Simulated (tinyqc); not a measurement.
Off-state leakage of single and stacked transistors: two steps of the calculation.

n-channel devices of unit width. Subthreshold current I(Vg, Vs, Vd) = I0 (T/300 K)^0.5 exp[(Vg - Vs - VT(T) - gb (Vs - Vb) + dd (Vd - Vs))/(nf Vt)] (1 - exp(-(Vd - Vs)/Vt)), VT(T) = VT - cT (T - 300 K). Gate-edge tunnelling Ig (Vd/1 V) exp(ag (Vd - 1 V)), for a gate at 0 V, and band-to-band leakage Ab u exp(-Bb/u), u = Vd - Vb + 1 V, flow at a drain held at V; both are taken as independent of T. In a stack of off transistors (all gates at 0 V) the same subthreshold current passes through each.

Values chosen for this exercise; values of the order met in bulk silicon logic transistors: temperature T = 358 K; supply voltage V = 0.8 V; threshold at 300 K, zero drain and body bias VT = 0.39 V; fall of the threshold with temperature cT = 0.8 mV/K; current at threshold at 300 K I0 = 0.33 uA/um; slope factor nf = 1.31; drain-induced lowering per volt dd = 0.08; rise of the threshold per volt of source-body bias gb = 0.22; gate-edge tunnelling current at 1 V Ig = 5e-6 uA/um; exponential slope of the gate current ag = 3.3 1/V; prefactor of band-to-band leakage at the drain Ab = 100 uA/(um V); its exponential voltage Bb = 26 V; body voltage Vb = -0.3 V.

Constants: q = 1.602176634e-19 C, kB = 1.380649e-23 J/K, Vt = kB T/q. Results are converted to the units shown.

Task 1. Leakage of one transistor. Vg = Vs = 0, Vd = V; effective threshold VT(T) - gb Vb - dd V.

Give: effective threshold; parts; total; shares.

Result 1.

effective threshold = 0.34560 V
parts (nA/um): subthreshold 0.069661, gate edge 0.0020674, band-to-band 0.88154
total = 0.95326 nA/um
shares (%): subthreshold 7.3076, gate edge 0.21688, band-to-band 92.476

The band-to-band part is the largest.

Task 2. New Vx. Stack of two, Vx the node between them: I_low = I(0, 0, Vx), I_up = I(0, Vx, V), f = ln(I_up/I_low), f' = -(1 + gb + 2 dd)/(nf Vt) - 1/(Vt (exp(Vx/Vt) - 1)) - 1/(Vt (exp((V - Vx)/Vt) - 1)), Vx(new) = Vx - f/f'.

Vx at the start = 0.046 V

Find: I_low; I_up; f; f'; Vx after iteration 1.

Result 2.

I_low = 0.01213 nA/um
I_up = 0.01586 nA/um
f = 0.2679
f' = -43.56 1/V
Vx after iteration 1 = 0.05215 V

Numbers from tinyqc (`OMP_NUM_THREADS=1 python tinyqc.py 2242115 2242116 out.jsonl`; about 0.05 s on one thread of a shared Intel Xeon 2.30GHz).
